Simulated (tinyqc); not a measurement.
## Segment and feed resistance from two drops

Inverse problem. A rail is fed at one end through Rq; K loads of Ij follow, each after a segment Rs. The drop at load j is K Ij Rq + Rs Ij sum_(l=1..j) (K - l + 1). Find Rs, Rq and the worst drop, at the middle, if the rail were fed through Rq at both ends: K Ij Rq/2 + Rs Ij K^2/8 with the load taken as continuous.

Inputs (values chosen for the exercise): number of equal loads K = 29; current of each load Ij = 0.5 mA.

drops at the first and at the last load (mV): [3.77, 34.22]

Answer. The difference of the two drops is Rs Ij K (K - 1)/2, which gives Rs; the first drop then gives Rq.

Rs = 0.1500 ohm
Rq = 0.1100 ohm
drop at the middle with two feeds = 8.682 mV

tinyqc, about 0.1 s, one thread, Intel Xeon 2.30GHz (shared host): `OMP_NUM_THREADS=1 python tinyqc.py 2770117 2770118 out.jsonl`
